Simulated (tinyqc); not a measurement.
Landau-Devonshire theory of a uniaxial ferroelectric: one step, computed by the program tinyqc.

G(P) = (alpha/2) P^2 + (beta*/4) P^4 + (gamma/6) P^6 - E P per volume, SI units, one domain, P along the polar axis, which is normal to the film.

Question. A capacitor with imperfect screening. Between shorted electrodes with screening length lambda each, the depolarising field is -k P, k = 2 lambda/(eps_0 (d + 2 lambda eps_b)), so alpha turns into alpha + k. Ps^2 = [-beta* + sqrt(beta*^2 - 4 alpha gamma)]/(2 gamma). The polar state is the lowest uniform state while alpha + k < 0 (beta* > 0) or < 3 beta*^2/(16 gamma) (beta* < 0); setting the equality gives the critical thickness d_c.

Inputs (values chosen for the exercise, modelled on lead titanate):
```
quantity,value,unit
Curie-Weiss temperature T0,752,K
gamma,1.6e+09,J m^9/C^6
temperature T,361,K
film thickness d,6.2,nm
screening length lambda,0.004,nm
background permittivity eps_b,5,-
```

Sample: epitaxial film.

alpha = -4.980450e+08 J m/C^2

beta* = 2.026364e+08 J m^5/C^4

Constants: eps_0 = 8.8541878128e-12 F/m.

Give: depolarising coefficient k; polarisation of the film; size of the depolarising field; critical thickness d_c.

Answer.

depolarising coefficient k = 1.448e+08 J m/C^2

polarisation of the film = 64.09 microcoulomb/cm^2

size of the depolarising field = 92.80 MV/m

critical thickness d_c = 1.774 nm
